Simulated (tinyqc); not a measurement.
Coherent transport through a tight-binding region between two chains, step by step. Computed by tinyqc, a small Python program that keeps every step. Settings: temperature = 300, mu = 0.12. Command: `OMP_NUM_THREADS=1 python tinyqc.py 27142 27143 out.jsonl` (the two numbers bound the seeds that draw the settings). One thread of a shared host (Intel(R) Xeon(R) Processor @ 2.60GHz), about 0.08 s of CPU time with the checks.

## Transmission at E = 0.5 eV

H of the central region (eV), lower triangle:
```
           1          2         3
1  -0.830000
2  -2.070000  -0.450000
3   0.000000  -1.960000  0.650000
```

Leads: semi-infinite chains with site energy 0:
```
parameter                           value
lead hopping t (eV)              1.740000
coupling to the left lead (eV)   0.560000
coupling to the right lead (eV)  1.480000
left contact site                       1
right contact site                      3
```

E = 0.500000 eV

Surface Green function g = (E - i sqrt(4 t^2 - E^2)) / (2 t^2); self-energy tc^2 g on each contact site; G = (E - H - Sigma)^(-1); Gamma = -2 Im Sigma; T = Gamma_L Gamma_R |G_LR|^2; local density of states -Im G_ii / pi.

g = 0.082574-0.568750i 1/eV

G (1/eV), lower triangle:
```
                     1                    2                   3
1   0.316794-0.621976i
2   0.229919+0.364550i  -0.113438-0.249478i
3  -0.446014+0.480188i   0.322365-0.264089i  0.314797-0.379135i
```

local density of states (1/eV): 0.197981  0.079411  0.120682

transmission = 0.381745

## Transmission across the band

The same steps on a grid of energies.

T(E):
```
E (eV)              T
-3.30600000  0.184075
-2.97540000  0.113412
-2.64480000  0.096854
-2.31420000  0.095858
-1.98360000  0.104345
-1.65300000  0.122430
-1.32240000  0.153444
-0.99180000  0.203859
-0.66120000  0.281701
-0.33060000  0.383108
0.00000000   0.456885
0.33060000   0.429112
0.66120000   0.330773
0.99180000   0.238176
1.32240000   0.174462
1.65300000   0.134332
1.98360000   0.109819
2.31420000   0.095731
2.64480000   0.089407
2.97540000   0.089326
3.30600000   0.080064
```

levels of the isolated region (eV): -3.227739  -0.074899  2.672638

## Current

I = (2e/h) int T(E) [f(E - mu - V/2) - f(E - mu + V/2)] dE at 300 K with mu = 0.12 eV, the bias not changing H; 2e^2/h = 77.48092 microsiemens; the integral runs over the band on 4001 points.

Current:
```
V (volt)  I (microampere)
0.010000         0.355398
0.050000         1.776571
0.100000         3.550537
0.200000         7.080379
0.400000        13.999623
0.800000        26.834968
```
